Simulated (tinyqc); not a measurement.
Band gaps under pressure and temperature from deformation potentials: sweeps and comparisons. A value that a table varies takes the place of the one given here.

Murnaghan: V/V0 = (1 + Bp P/B0)^(-1/Bp), B0 = (C11 + 2 C12)/3. Each gap moves by a ln(V/V0) with its volume potential a, and falls with temperature by aV T^2/(T + bV) (Varshni); the two effects are added. No change of phase is considered.

Constants: hc = 1239.841984 eV nm.

Values chosen for the exercise (near those of Ge, the X and L potentials typical of such crystals; not measured data):
```
symbol  value                 unit   meaning
Eg      0.897                 eV     gap at Gamma to the s-like level at 0 K, 0 GPa
EgX     0.937                 eV     gap to X at 0 K, 0 GPa
EgL     0.748                 eV     gap to L at 0 K, 0 GPa
C11     128.7                 GPa
C12     49.2                  GPa
Bp      3.95                         pressure derivative of the bulk modulus
aG      -9.52                 eV     volume potential of the Gamma gap
aX      1.65                  eV     volume potential of the X gap
aL      -3.46                 eV     volume potential of the L gap
aV      (0.57, 0.459, 0.488)  meV/K  Varshni alpha of Gamma, X, L
bV      (294, 248, 222)       K      Varshni beta of Gamma, X, L
T       500                   K      temperature
P       2.6                   GPa    pressure
```

## Gaps against pressure

The last column is the linear form E0 + c1 P for Gamma, c1 = -aG/B0.

Gaps (eV):
```
P (GPa)  ln(V/V0)  Gamma      X      L  lowest  Gamma, linear
0.00       0.0000  0.718  0.784  0.579       L          0.718
1.50      -0.0191  0.899  0.752  0.645       L          0.906
3.00      -0.0368  1.068  0.723  0.706       L          1.095
4.50      -0.0534  1.226  0.695  0.764       X          1.283
6.00      -0.0690  1.374  0.670  0.818       X          1.472
7.50      -0.0836  1.514  0.646  0.868       X          1.661
9.00      -0.0975  1.645  0.623  0.916       X          1.849
10.50     -0.1106  1.770  0.601  0.962       X          2.038
12.00     -0.1231  1.889  0.580  1.005       X          2.227
```

Over 12 GPa Gamma moves by +1.172, L by +0.426 and X by -0.203 eV. The lowest valley changes: L to X between 3.00 and 4.50 GPa, and the fundamental gap peaks at 0.706 eV on these points. The linear form overshoots by 337 meV at the end, because the crystal stiffens; the gap is linear in ln V, not in P. Rows above about 11 GPa lie beyond the phase change of the real crystal.

## Gaps against temperature

At the pressure P; wavelength hc/E of the lowest gap.

Gaps (eV):
```
T (K)   Gamma       X       L  lowest  wavelength (nm)
0      1.2036  0.8839  0.8594       L           1442.6
50     1.1995  0.8800  0.8550       L           1450.2
100    1.1891  0.8707  0.8443       L           1468.5
200    1.1575  0.8429  0.8132       L           1524.7
300    1.1173  0.8085  0.7753       L           1599.2
400    1.0722  0.7705  0.7339       L           1689.4
500    1.0241  0.7304  0.6905       L           1795.7
600    0.9741  0.6890  0.6457       L           1920.1
```

From 0 to 100 K the Gamma gap falls by 14.5 meV, from 500 to 600 K by 50.1 meV: quadratic below bV, linear with a slope tending to aV = 0.57 meV/K above. L stays lowest. A pressure of 0.69 GPa, with the slope -aG/B0 at zero pressure, would undo the fall of the Gamma gap from 0 to 300 K.

## What each parameter does

Gaps at P and T. Each row changes one parameter from the base and keeps the others.

Results:
```
case              Gamma (eV)  X (eV)  L (eV)
base                  1.0241  0.7304  0.6905
T = 550 K             0.9993  0.7099  0.6682
C11 = 115.83 GPa      1.0414  0.7275  0.6967
C12 = 54.12 GPa       1.0122  0.7325  0.6861
Bp = 3.555            1.0260  0.7301  0.6911
aG = -8.568 eV        0.9935  0.7304  0.6905
aX = 1.815 eV         1.0241  0.7251  0.6905
aL = -3.806 eV        1.0241  0.7304  0.7016
P = 2.34 GPa          0.9952  0.7355  0.6799
```

The largest shifts from the base row, up to three for each result and ties (the steps differ in size, so this ranks the rows, not the parameters). Gamma (eV): aG -0.0307, P -0.0290, T -0.0248; unchanged at the printed digits by aX and aL. X (eV): T -0.0206, aX -0.0053, P +0.0050; unchanged at the printed digits by aG and aL. L (eV): T -0.0222, aL +0.0111, P -0.0105; unchanged at the printed digits by aG and aX.

Run: tinyqc, `OMP_NUM_THREADS=1 python tinyqc.py 1050692 1050693 out.jsonl`; Intel(R) Xeon(R) Processor @ 2.30GHz, one thread, shared host; about 0.01 s of CPU time with all checks.
